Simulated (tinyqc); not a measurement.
Strength against creep resistance: grain growth, pinning, strength and diffusional creep of a polycrystal or thin film. Computed by tinyqc, a small Python program. Command: `OMP_NUM_THREADS=1 python tinyqc.py 3009771 3009772 out.jsonl grain walk`. One thread of a shared host (Intel(R) Xeon(R) Processor @ 2.30GHz), about 0.01 s of CPU time with the checks.

One mean grain size d describes the structure.

Inputs (values chosen for the exercise, modelled on polycrystalline silicon):
```
quantity,value,unit
atomic volume Omega,20.02,angstrom^3
boundary energy gamma,0.66,J/m^2
mobility prefactor M0,1.2e-07,m^4/(J s)
activation energy of boundary motion Q_m,3.12,eV
anneal temperature T,2201,K
anneal time t,32,s
initial grain size d0,56,nm
particle volume fraction f,0.0015,-
particle radius r,2.1,nm
film thickness h,180,nm
surface energy gamma_s,1.6,J/m^2
Hall-Petch slope k_y,0.32,MPa m^0.5
lattice diffusion energy Q_l,4.8,eV
boundary diffusion energy Q_b,2.43,eV
lattice prefactor D0,0.00011,m^2/s
boundary prefactor delta D0b,9.8e-15,m^3/s
applied stress sigma,58,MPa
service temperature T_c,525,K
```

Sample: thin film on a substrate.

Constants: k_B = 8.617333262e-05 eV/K; k_B = 1.380649e-23 J/K.

Method:
- M = M0 exp(-Q_m/(k_B T)). The driving pressure is 2 gamma/d. Zener pinning pressure 3 f gamma/(2 r) stops growth at d_Z = 4 r/(3 f). Grooves where boundaries meet the surface have the angle theta = arcsin(gamma/(2 gamma_s)) and are taken to stop growth at d_h = h/(2 theta), a few film thicknesses; the limit is 1/d_lim = 1/d_Z + 1/d_h.
- dd/dt = 2 M gamma (1/d - 1/d_lim) integrates to 2 M gamma t = d_lim (d0 - d) + d_lim^2 ln[(d_lim - d0)/(d_lim - d)]; without pinning d^2 = d0^2 + 4 M gamma t.
- Nabarro-Herring rate = 14 sigma Omega D_l/(k_B T d^2), D_l = D0 exp(-Q_l/(k_B T)); Coble rate = 14 pi sigma Omega delta D_b/(k_B T d^3), delta D_b = delta D0b exp(-Q_b/(k_B T)); they are equal at d_x = pi delta D_b/D_l.
- Hall-Petch term k_y/sqrt(d).

crossover size d_x = 1.57755e+19 micrometre

At T_c and sigma:
```
d (nm),Hall-Petch term (MPa),Nabarro-Herring (1/s),Coble (1/s),time to 1 % (s)
30,1847.5,2.2906e-35,1.2045e-14,8.3020e+11
100,1011.9,2.0616e-36,3.2522e-16,3.0748e+13
300,584.2,2.2906e-37,1.2045e-17,8.3020e+14
1000,320.0,2.0616e-38,3.2522e-19,3.0748e+16
3000,184.8,2.2906e-39,1.2045e-20,8.3020e+17
10000,101.2,2.0616e-40,3.2522e-22,3.0748e+19
100000,32.0,2.0616e-42,3.2522e-25,3.0748e+22
```

From 100 micrometre to 30 nm grains the Hall-Petch term grows 58 times, while the time to 1 % strain shrinks by 10.6 decades. Coble creep rules in 7 of the seven rows (d_x is a millimetre or more). Fine grains resist slip but creep fast. The Hall-Petch value at 30 nm is at the edge of that law, and in a film grains much larger than h lose atoms to the surfaces instead. Caution: T is above the melting point of the named material. Caution: sigma Omega is not small against k_B T, as the linear creep laws assume.

Extremes, crossings and ranges named in words are read from the listed rows.
